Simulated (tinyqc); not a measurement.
Inside a calculation. Model: thin-film transistor with exponential tail and deep states, accumulation layer.

Computed by the program tinyqc: `OMP_NUM_THREADS=1 python tinyqc.py 2610120 2610121 out.jsonl`, one thread of a shared Intel Xeon 2.30GHz, about 0.03 s for the whole run. Printed values are rounded.

An undoped film in accumulation, thicker than the space-charge layer. With band bending psi the Fermi level lies E0 - psi below the band edge. Free electrons n = n0 exp(psi/Vt) carry the current; electrons in two exponential distributions of traps, a = a0 exp(psi/Va) and d = d0 exp(psi/Vp), do not. Linear regime, ohmic contacts, traps in equilibrium.

Values chosen for this exercise; values close to those of an organic semiconductor:
- T = 290 K (temperature)
- eps_r = 3.2 (relative permittivity of the semiconductor)
- Nc = 7.7e19 cm^-3 (density of extended states)
- mb = 3.4 cm^2/(V s) (band mobility)
- Nt = 8.2e19 cm^-3 (total density of tail states)
- Tt = 490 K (characteristic temperature of the tail)
- Nd = 3.3e17 cm^-3 (total density of deep states)
- Td = 1370 K (characteristic temperature of the deep states)
- E0 = 0.54 eV (bulk Fermi level below the band edge)
- Ci = 35 nF/cm^2 (gate capacitance)
- WL = 20 (ratio W/L)
- Vd = 0.2 V (drain voltage)
- Vg = 6.1 V (gate voltage above flat band)

Constants: q = 1.602176634e-19 C, kB = 1.380649e-23 J/K, Vt = kB T/q, eps0 = 8.8541878128e-14 F/cm where lengths are in cm. Results are converted to the units shown.

## Bulk densities

Va = kB Tt/q, Vp = kB Td/q; n0 = Nc exp(-E0/Vt), a0 = Nt th(T/Tt) exp(-E0/Va), d0 = Nd th(T/Td) exp(-E0/Vp), th(x) = pi x/sin(pi x).

Va = 0.0422249 V
Vp = 0.118057 V
th(T/Tt) = 1.93947
n0 = 3.17743e10 cm^-3
a0 = 4.44075e14 cm^-3
d0 = 3.66883e15 cm^-3

## Iteration 1: surface potential by Newton steps

psi at the start = 0.54 V

Va = kB Tt/q, Vp = kB Td/q. G(psi) = sum over the three kinds of c0 [V (exp(psi/V) - 1) - psi], field F = sqrt(2 q G/(eps0 eps_r)); Vg = psi + eps0 eps_r F/Ci at the surface. f = psi + eps0 eps_r F/Ci - Vg, f' = 1 + q rho/(Ci F) with rho = sum c0 (exp(psi/V) - 1); psi(new) = psi - f/f'.

F = 3132.94 kV/cm
f = 19.8020 V
f' = 346.395
psi after iteration 1 = 0.482834 V

## Iteration 2: surface potential by Newton steps

As before.

F = 1486.17 kV/cm
f = 6.41379 V
f' = 152.243
psi after iteration 2 = 0.440705 V

## Course of the iteration: surface potential by Newton steps

Stop when psi changes by less than 1e-10 V, or after 30 iterations. psi must stay between 0 and 5 V.

Course of the iteration:
```
iteration,psi (V),|change| (V)
1,0.482834,0.0572
2,0.440705,0.0421
3,0.423600,0.0171
4,0.421466,2.13e-3
5,0.421437,2.89e-5
6,0.421437,5.18e-9
7,0.421437,< 1e-14
```

Converged in 7 iterations. At the end the number of correct digits about doubles with each step.

## Free and total charge, current

psi_s = 0.421437 V

Va = kB Tt/q, Vp = kB Td/q. G(psi) = sum over the three kinds of c0 [V (exp(psi/V) - 1) - psi], field F = sqrt(2 q G/(eps0 eps_r)); Vg = psi + eps0 eps_r F/Ci at the surface. Total charge Q = Ci (Vg - psi_s); free charge Qf = q times the integral of n0 (exp(psi/Vt) - 1)/F over psi from 0 to psi_s; I = (W/L) mb Qf Vd; effective mobility mb Qf/Q.

surface densities (cm^-3): free 6.69941e17, tail 9.59500e18, deep 1.30273e17
Q = 198.750 nC/cm^2
Qf = 5.39933 nC/cm^2
effective mobility = 0.0923660 cm^2/(V s)
I = 73.4308 nA

2.72 % of the induced charge is free, against 6.44 % of the electrons right at the surface.
